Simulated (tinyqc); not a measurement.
n-type polysilicon, carrier trapping at grain boundaries: two steps of the calculation.

One-dimensional grains of size Lg, uniform ionised doping N, monovalent traps Qt at each boundary at a depth Et below (for electrons) or above (for holes) the band edge there, abrupt depletion of width W on each side of a boundary, Boltzmann statistics. xi is the distance from the band edge at the grain centre to the Fermi level. Trapped charge Qt/(1 + exp((xi + VB - Et)/Vt)) = 2 N W, barrier VB = q N W^2/(2 eps0 eps_r).

Inputs (values chosen for the exercise); values of the order met in polycrystalline silicon: temperature T = 300 K; relative permittivity eps_r = 11.7; conduction-band density of states at T NB = 2.8e19 cm^-3; grain size Lg = 18 nm; trap density of a grain boundary Qt = 5.1e11 cm^-2; depth of the trap level from the majority band edge at the boundary Et = 0.42 eV; mass for thermionic emission ms = 0.49 m0; correction factor of the emission rate fe = 0.12; mobility inside the grains mug = 120 cm^2/(V s); doping N = 8.2e16 cm^-3.

Constants: q = 1.602176634e-19 C, kB = 1.380649e-23 J/K, m0 = 9.1093837015e-31 kg, Vt = kB T/q, eps0 = 8.8541878128e-14 F/cm where lengths are in cm. Results are converted to the units shown.

Task 1. Depletion width, Fermi level and barrier. If the trap equation with xi = Vt ln(NB/N) has a root W < Lg/2, the grain is partly depleted; otherwise W = Lg/2 and the trap equation gives xi = Et - VB + Vt ln(Qt/(N Lg) - 1). N* = Qt/Lg.

Find: N*; W; xi; VB; share of traps filled.

Result 1.

N* = 2.833e17 cm^-3
W = 9.000 nm
xi = 0.4381 V
VB = 0.005136 V
share of traps filled = 0.2894

N is 0.289 N*, and the grain is fully depleted; VB = 0.199 Vt.

Task 2. Resistivity and effective mobility. n0 = NB exp(-xi/Vt); mean density n0 (1 - 2 W/Lg) by charge balance in a partly depleted grain, and n0 (sqrt(pi)/2) erf(u)/u with u = sqrt(VB/Vt) in a fully depleted one; v = sqrt(kB T/(2 pi ms m0)); barrier resistivity Vt exp(VB/Vt)/(q fe n0 v Lg); grain resistivity (1 - 2 W/Lg)/(q n0 mug); effective mobility 1/(q mean density total resistivity).

W = 9 nm
xi = 0.43808514 V
VB = 0.0051362325 V

Give: n0; mean density; v; barrier resistivity; grain resistivity; resistivity; effective mobility.

Result 2.

n0 = 1.224e12 cm^-3
mean density = 1.147e12 cm^-3
v = 3.843e6 cm/s
barrier resistivity = 1.938e5 ohm cm
grain resistivity = 0.000 ohm cm
resistivity = 1.938e5 ohm cm
effective mobility = 28.08 cm^2/(V s)

The resistivity is 3.05e5 times that of a single crystal with the same N and mobility mug, and the mean density is 0.00140 % of N.

Computed by the program tinyqc: `OMP_NUM_THREADS=1 python tinyqc.py 2830179 2830180 out.jsonl`, one thread of a shared Intel Xeon 2.30GHz, about 0.01 s for the whole run.
